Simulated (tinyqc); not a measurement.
Blur against noise: chemically amplified photoresist: aerial image, acid generation, bake, development and line width. Computed by tinyqc, a small Python program. Command: `OMP_NUM_THREADS=1 python tinyqc.py 3030721 3030722 out.jsonl resist walk`. One thread of a shared host (Intel(R) Xeon(R) Processor @ 2.30GHz), about 0.02 s of CPU time with the checks.

Lines and spaces of pitch p with a two-beam-like image; x = 0 is the middle of the bright space. The resist is positive and treated as uniform in depth.

Inputs (values chosen for the exercise, for a model resist at 13.5 nm):

| quantity | value | unit |
|---|---|---|
| pitch p | 30 | nm |
| image contrast c | 0.87 | - |
| mean dose E | 5.09 | mJ/cm^2 |
| Dill parameter C | 0.023 | cm^2/mJ |
| bake time t | 90 | s |
| photon energy | 91.84 | eV |
| absorption coefficient alpha | 6.8 | 1/um |

Method:
- Dose E(x) = E [1 + c cos(2 pi x/p)]; acid h = 1 - exp(-C E(x)).
- Bake: the acid image is blurred by a Gaussian of variance sigma^2 = 2 D t (each Fourier term k of h, taken on 64 points, is multiplied by exp(-4 pi^2 k^2 D t/p^2)).
- For each sigma the edge is held at x = p/4; N is taken at the mean dose; edge noise = (dh/d ln E)/(sqrt(N V) |dh/dx|), both derivatives taken of the blurred acid, V = (2 sqrt(pi) sigma)^3, N = E alpha/(photon energy), 1 mJ/cm^2 = 62.41509 eV/nm^2.

Trade-off:

| sigma/p | sigma (nm) | blur factor | photons in V | edge noise (nm) |
|---|---|---|---|---|
| 0.02 | 0.6 | 0.99214 | 2.2634e-01 | 11.611 |
| 0.04 | 1.2 | 0.96891 | 1.8107e+00 | 4.187 |
| 0.07 | 2.1 | 0.90781 | 9.7041e+00 | 1.913 |
| 0.10 | 3.0 | 0.82087 | 2.8292e+01 | 1.227 |
| 0.14 | 4.2 | 0.67917 | 7.7633e+01 | 0.886 |
| 0.18 | 5.4 | 0.52753 | 1.6500e+02 | 0.778 |
| 0.22 | 6.6 | 0.38467 | 3.0125e+02 | 0.787 |
| 0.27 | 8.1 | 0.23717 | 5.5687e+02 | 0.939 |
| 0.33 | 9.9 | 0.11653 | 1.0167e+03 | 1.413 |

What does the comparison show, and why?

The noise is least near sigma/p = 0.18 among these rows. More diffusion averages over more photons (noise falls as sigma^(-3/2)) until it erases the image slope (factor exp(-2 pi^2 sigma^2/p^2)); for a pure cosine the two balance at sigma/p = sqrt(3/8)/pi = 0.195. Caution: for a film thinner than the blur the noise falls as 1/sigma only, and the optimum moves to sigma/p = 1/(2 pi) = 0.159. Caution: rows with under about ten photons in V are beyond a Gaussian noise estimate.

Extremes, crossings and ranges named in words are read from the listed rows.
